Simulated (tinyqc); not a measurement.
Polycrystalline film, grain-boundary barriers (Seto model): one step of the calculation.

One-dimensional grains of size Lg with donors N; each boundary has Qt acceptor-like traps per area at one level Et below the band edge. Trapped electrons qt deplete a width w = qt/N (both sides together) and raise a barrier Vb = q N w^2/(8 eps0 eps_r). Current crosses the barriers by thermionic emission at small bias. Abrupt depletion, full ionisation, Boltzmann statistics.

Task. Critical doping and limits of the barrier. N* = Qt/Lg; fully depleted grains have Vb = q N Lg^2/(8 eps0 eps_r), filled traps Vb = q Qt^2/(8 eps0 eps_r N); the true barrier cannot exceed the smaller.

Values chosen for this exercise; values close to those of polycrystalline silicon:

| symbol | value | unit | meaning |
|---|---|---|---|
| eps_r | 11.7 |  | relative permittivity of the semiconductor |
| Lg | 400 | nm | grain size |
| Qt | 2.8e12 | cm^-2 | trap density at a boundary |
| N | 3.5e17 | cm^-3 | donor density |

Constants: q = 1.602176634e-19 C, eps0 = 8.8541878128e-14 F/cm where lengths are in cm. Results are converted to the units shown.

Give: N*; Vb, fully depleted; Vb, traps filled.

Result.

N* = 7.000e16 cm^-3
Vb, fully depleted = 10.83 V
Vb, traps filled = 0.4330 V

Program tinyqc, `OMP_NUM_THREADS=1 python tinyqc.py 2610118 2610119 out.jsonl`; Intel Xeon 2.30GHz, shared host, one thread, about 0.01 s.
